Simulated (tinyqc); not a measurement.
Polytypes by hexagonality, and a cubic inclusion as a quantum well: one step. The bound level without the field. Three cases, with inputs chosen for the exercise.

Question. Give V, L, the level E, its depth below the host conduction edge and the transition to the valence top of the host, gap(host) - (V - E).

Gap: E3 + (E2 - E3) h. Valence top Ev2 h and polarisation P2 h, both counted from 3C; Ec = Ev + gap.

A cubic inclusion of width L = N d in the host (h = 1) is a well of depth V = Ec(host) - Ec(3C). Square well with mass mismatch: k tan(k L/2) = (m_w/m_b) q, k = sqrt(m_w E/c), q = sqrt(m_b (V - E)/c), c = hbar^2/2m0, lowest root. The depth of the level, V - E, is its binding, and the transition to the valence top of the host is gap(host) - (V - E). The step in polarisation gives a field |F| = |P|/(eps eps0) in a thin inclusion, eps0 = 8.8541878e-12 F/m.

Constants: hbar^2/2m0 = 3.80998211 eV angstrom^2.

Case 1.

Values chosen (of the order of those of InAs; the results hold for these values, not for the real material):
- E3 = 0.415 eV (gap of the cubic polytype)
- E2 = 0.457 eV (gap of 2H)
- Ev2 = 0.042 eV (valence top of 2H above that of 3C)
- P2 = 0.0024 C/m^2 (spontaneous polarisation of 2H)
- m = (0.024, 0.024) m0 (electron mass along c in the cubic layer and in the host)
- d = 3.493 angstrom (thickness of a double layer)
- eps = 15.2 (dielectric constant)
- N = 9 (double layers in the cubic inclusion)

Case 2.

Values chosen (of the order of those of InAs; the results hold for these values, not for the real material):
- E3 = 0.412 eV (gap of the cubic polytype)
- E2 = 0.462 eV (gap of 2H)
- Ev2 = 0.043 eV (valence top of 2H above that of 3C)
- P2 = 0.0016 C/m^2 (spontaneous polarisation of 2H)
- m = (0.026, 0.024) m0 (electron mass along c in the cubic layer and in the host)
- d = 3.493 angstrom (thickness of a double layer)
- eps = 14.6 (dielectric constant)
- N = 15 (double layers in the cubic inclusion)

Case 3.

Values chosen (of the order of those of InAs; the results hold for these values, not for the real material):
- E3 = 0.416 eV (gap of the cubic polytype)
- E2 = 0.456 eV (gap of 2H)
- Ev2 = 0.037 eV (valence top of 2H above that of 3C)
- P2 = 0.0016 C/m^2 (spontaneous polarisation of 2H)
- m = (0.026, 0.026) m0 (electron mass along c in the cubic layer and in the host)
- d = 3.506 angstrom (thickness of a double layer)
- eps = 15.1 (dielectric constant)
- N = 24 (double layers in the cubic inclusion)

Give: V; L; E above the bottom; depth below the host edge; transition.

Answer.

Case 1.

V = 0.0840 eV
L = 31.437 angstrom
E above the bottom = 0.0746 eV
depth below the host edge = 0.0094 eV
transition = 0.4476 eV

The level keeps 11 % of the well depth. The transition lies above the gap of 3C itself (0.415 eV).

Case 2.

V = 0.0930 eV
L = 52.395 angstrom
E above the bottom = 0.0679 eV
depth below the host edge = 0.0251 eV
transition = 0.4369 eV

The level keeps 27 % of the well depth. The transition lies above the gap of 3C itself (0.412 eV).

Case 3.

V = 0.0770 eV
L = 84.144 angstrom
E above the bottom = 0.0433 eV
depth below the host edge = 0.0337 eV
transition = 0.4223 eV

The level keeps 44 % of the well depth. The transition lies above the gap of 3C itself (0.416 eV).

Computed by tinyqc, one run a case: `OMP_NUM_THREADS=1 python tinyqc.py N N+1 out.jsonl` with N = 1880928, 1880967, 1881035; one thread of a shared Intel(R) Xeon(R) Processor @ 2.30GHz, about 0.2 s a run at most.
